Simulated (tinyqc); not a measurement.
Inside a calculation: recursion (Haydock) method for the local density of states: bulk site of a square lattice. Values are carried at full precision from step to step, so a last printed digit may differ when a step is redone from the rounded ones.

One orbital a site at energy 0, hopping -t to the 4 nearest neighbours of a square lattice; the start u0 is a site in the bulk, with energy V. Recursion: a_n = <u_n|H|u_n>, b_(n+1) u_(n+1) = (H - a_n) u_n - b_n u_(n-1), b > 0. G(z) = 1/(z - a0 - b1^2/(z - a1 - b2^2/(...))), z = E + i eta. After n levels the tail is b_n^2 T with the square-root terminator T = (z - sqrt(z - 2b) sqrt(z + 2b))/(2 b^2), b = 2t so that the band edges lie at -/+ 4t.

Values chosen for the exercise:

| symbol | value | unit | meaning |
|---|---|---|---|
| t | 1.47 | eV | hopping |
| V | 0 | eV | shift of the starting site |
| n | 4 |  | levels kept |
| E | 1.53 | eV | energy |
| eta | 0.073 | eV | broadening |

## The coefficients

Carry the recursion for n levels; the lattice is large enough that no wall is met.

Coefficients:

| n | a_n (eV) | b_(n+1) (eV) | b_(n+1)^2/t^2 |
|---|---|---|---|
| 0 | 0.0000 | 2.94000 | 4.0000 |
| 1 | 0.0000 | 3.28702 | 5.0000 |
| 2 | 0.0000 | 2.86556 | 3.8000 |
| 3 | 0.0000 | 3.05012 | 4.3053 |

b1^2/t^2 = 4 counts the neighbours of the start. All a_n vanish because the lattice is bipartite and V = 0. The b_n tend to a quarter of the band width, 2.940 eV.

## Moments from the coefficients

For a1 = a2 = 0: mu1 = a0, mu2 = a0^2 + b1^2, mu3 = a0^3 + 2 a0 b1^2, mu4 = a0^4 + 3 a0^2 b1^2 + b1^4 + b1^2 b2^2.

mu1 to mu4 (eV^n): 0.000  8.644  0.000  168.102

mu4/t^4 = 36 is the number of closed walks of four steps.

## The continued fraction at one energy

Start from the terminator and work up: G_i = 1/(z - a_i - S_i), S_i = b_(i+1)^2 G_(i+1), with T in place of G_n. The density is -Im G_0/pi.

Levels of the fraction:

| i | S_i (eV) | G_i (1/eV) |
|---|---|---|
| 3 | 0.8128-3.0164i | 0.0713-0.3071i |
| 2 | 0.5855-2.5220i | 0.1238-0.3403i |
| 1 | 1.3381-3.6765i | 0.0136-0.2660i |
| 0 | 0.1177-2.2993i | 0.1853-0.3112i |

local density of states = 0.0991 1/eV

A direct sum over the zone gives 0.0951 1/eV at the same z; 4 levels miss it by +4.2 %.

## Checks

- G from 10 levels against a direct sum over the zone at E = 9.4080 eV, above the band (1/eV): both 0.11984.

Computed by tinyqc, a small Python program: `OMP_NUM_THREADS=1 python tinyqc.py 1481181 1481182 out.jsonl` (the numbers bound the seed that draws the inputs); one thread of a shared host (Intel(R) Xeon(R) Processor @ 2.30GHz), about 0.01 s for the whole set of steps.
